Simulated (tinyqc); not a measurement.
Width of the well: optical transitions of a finite quantum well.

Each carrier sees a square well of width L with its own depth V and masses m (inside), mb (outside); c = hbar^2/2m0, k = sqrt(m E/c), kappa = sqrt(mb (V - E)/c), and level n solves k L + 2 atan[(k/m)/(kappa/mb)] = n pi. The envelope is cos(kz) for odd n and sin(kz) for even n inside, joins exp(-kappa (|z| - L/2)) outside, and is normalised to 1. Excitons and band mixing are left out.

Constants: hbar^2/2m0 = 3.80998211 eV angstrom^2; hc = 1239.841984 eV nm.

Inputs chosen for the exercise (near those of an InGaAs well in InAlAs; shifted at random, so the results belong to these values and not to a real crystal): Eg = 0.806 eV (gap of the well); Vc = 0.496 eV (conduction offset); Vv = 0.198 eV (valence offset); me = 0.0402 m0 (electron, well); meb = 0.0722 m0 (electron, barrier); mh = 0.382 m0 (heavy hole along z, well); mhb = 0.427 m0 (heavy hole, barrier); ml = 0.0501 m0 (light hole along z, well); mlb = 0.0921 m0 (light hole, barrier); Ls = (22, 35, 47, 57, 72, 95, 150) angstrom (widths).

Edge wavelength hc/(Eg + e1 + hh1), squared e1-hh1 overlap, lh1 - hh1, and the 1-2 intersubband energy with f_12 = (m1/c) E12 z_12^2, 1/m1 = <1|1/m|1> (dash: e2 unbound).

Results:
```
L (angstrom)  edge (nm)  overlap^2  lh1 - hh1 (meV)  E12 (meV)   f_12
22               1079.2     0.9231             66.7          -      -
35               1205.2     0.9449             60.8          -      -
47               1283.6     0.9565             51.5      350.7  0.644
57               1330.4     0.9634             44.4      308.7  0.945
72               1380.2     0.9709             35.8      237.6  0.977
95               1428.3     0.9786             26.5      163.1  0.972
150              1482.4     0.9881             14.7       80.8  0.964
```

What can be read from this table?

The edge tunes from 1079 to 1482 nm, towards hc/Eg = 1538 nm, while the overlap goes from 0.923 to 0.988. e2 binds at L = pi sqrt(c/(me Vc)) = 43.4 angstrom; f_12 starts from zero there and is 0.644 at 47 angstrom, the rest going to the continuum; among the widths listed it peaks at 0.977 (72 angstrom) and is 0.964 in the widest well, against 0.961 for hard walls.

tinyqc: `OMP_NUM_THREADS=1 python tinyqc.py 1281130 1281131 out.jsonl`; about 0.1 s, one thread, shared Intel(R) Xeon(R) Processor @ 2.30GHz.
